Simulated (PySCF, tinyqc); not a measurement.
Worked calculation: FCI on RHF in the sto-3g basis, for H4, spin multiplicity 1. The lowest restricted solution is unstable here: a spin-polarised one lies 0.0238 hartree lower (PySCF). One step of it, computed by the program tinyqc.

Problem. Iteration 1: building the Fock matrix. J_ij = sum D_kl (ij|kl), K_ij = sum D_kl (ik|jl); F = H + J - 0.5 K; E = tr D H + tr D J / 2 - 0.25 tr D K + E_nn.

D at the start, order 1H 1s, 2H 1s, 3H 1s, 4H 1s:
```
[[0.760916, -0.178865, 0.760916, -0.178865],
 [-0.178865, 0.760916, -0.178865, 0.760916],
 [0.760916, -0.178865, 0.760916, -0.178865],
 [-0.178865, 0.760916, -0.178865, 0.760916]]
```

core Hamiltonian H = T + V (hartree), order 1H 1s, 2H 1s, 3H 1s, 4H 1s:
```
[[-1.489405, -0.414399, -0.754779, -0.242048],
 [-0.414399, -1.489405, -0.242048, -0.754779],
 [-0.754779, -0.242048, -1.489405, -0.414399],
 [-0.242048, -0.754779, -0.414399, -1.489405]]
```

Two-electron integrals (ij|kl) in chemists' order, unique and non-zero (hartree):
```
(11|11) 0.774606   (21|11) 0.109450   (21|21) 0.024756   (22|11) 0.320155
(22|21) 0.109450   (22|22) 0.774606   (31|11) 0.229685   (31|21) 0.036392
(31|22) 0.116786   (31|31) 0.093344   (32|11) 0.049588   (32|21) 0.011723
(32|22) 0.053661   (32|31) 0.020964   (32|32) 0.006817   (33|11) 0.420088
(33|21) 0.074213   (33|22) 0.261026   (33|31) 0.229685   (33|32) 0.053661
(33|33) 0.774606   (41|11) 0.053661   (41|21) 0.011723   (41|22) 0.049588
(41|31) 0.020964   (41|32) 0.006689   (41|33) 0.049588   (41|41) 0.006817
(42|11) 0.116786   (42|21) 0.036392   (42|22) 0.229685   (42|31) 0.047375
(42|32) 0.020964   (42|33) 0.116786   (42|41) 0.020964   (42|42) 0.093344
(43|11) 0.074213   (43|21) 0.016920   (43|22) 0.074213   (43|31) 0.036392
(43|32) 0.011723   (43|33) 0.109450   (43|41) 0.011723   (43|42) 0.036392
(43|43) 0.024756   (44|11) 0.261026   (44|21) 0.074213   (44|22) 0.420088
(44|31) 0.116786   (44|32) 0.049588   (44|33) 0.320155   (44|41) 0.053661
(44|42) 0.229685   (44|43) 0.109450   (44|44) 0.774606
```

nuclear repulsion = 2.06007110 hartree

Give: Coulomb J; exchange K; Fock matrix F; total energy of this density.

Solution.

Coulomb J (hartree), order 1H 1s, 2H 1s, 3H 1s, 4H 1s:
```
[[1.7759, 0.3670, 0.7004, 0.2077],
 [0.3670, 1.7759, 0.2077, 0.7004],
 [0.7004, 0.2077, 1.7759, 0.3670],
 [0.2077, 0.7004, 0.3670, 1.7759]]
```

exchange K (hartree), order 1H 1s, 2H 1s, 3H 1s, 4H 1s:
```
[[0.9730, 0.2120, 0.7112, 0.1765],
 [0.2120, 0.9730, 0.1765, 0.7112],
 [0.7112, 0.1765, 0.9730, 0.2120],
 [0.1765, 0.7112, 0.2120, 0.9730]]
```

Fock matrix F (hartree), order 1H 1s, 2H 1s, 3H 1s, 4H 1s:
```
[[-0.2000, -0.1534, -0.4100, -0.1226],
 [-0.1534, -0.2000, -0.1226, -0.4100],
 [-0.4100, -0.1226, -0.2000, -0.1534],
 [-0.1226, -0.4100, -0.1534, -0.2000]]
```

total energy of this density = -1.949912 hartree
